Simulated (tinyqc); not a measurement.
# Phonon and roughness prefactors from two fields

Inverse problem. At 300 K and high field 1/mu = E^(1/3)/Ap + E^gs/As, E in MV/cm. Find Ap and As.

Values chosen for this exercise: exponent of the roughness term gs = 2.

mu at E = 0.47 and 0.97 MV/cm (cm^2/(V s)): [539.46703, 342.01076]

Answer. Two linear equations in 1/Ap and 1/As.

Ap = 467.0 cm^2/(V s)
As = 1170 cm^2/(V s)

Program tinyqc, `OMP_NUM_THREADS=1 python tinyqc.py 2510096 2510097 out.jsonl`; Intel Xeon 2.30GHz, shared host, one thread, about 0.01 s.
